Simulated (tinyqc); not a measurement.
## Material parameters from the melting point of the curve

Question. In a hemispherical model of a phase-change cell the resistance is rho/(2 pi r0), and melting starts where I^2 rho b^2/(32 pi^2 ka r0^2) = Tm - T0. Find rho and ka.

Inputs (values chosen for the exercise):

| symbol | value | unit | meaning |
|---|---|---|---|
| T0 | 300 | K | ambient temperature |
| Tm | 881 | K | melting point |
| r0 | 22 | nm | radius of the heater contact |

resistance = 0.44852757 kohm
melting current = 695.95752 uA
b = 1.5188131

Answer. The resistance gives rho, and the melting current then gives ka.

rho = 6.200 mohm cm
ka = 0.7800 W/(m K)

Program tinyqc, `OMP_NUM_THREADS=1 python tinyqc.py 2490103 2490104 out.jsonl`; Intel Xeon 2.30GHz, shared host, one thread, about 0.01 s.
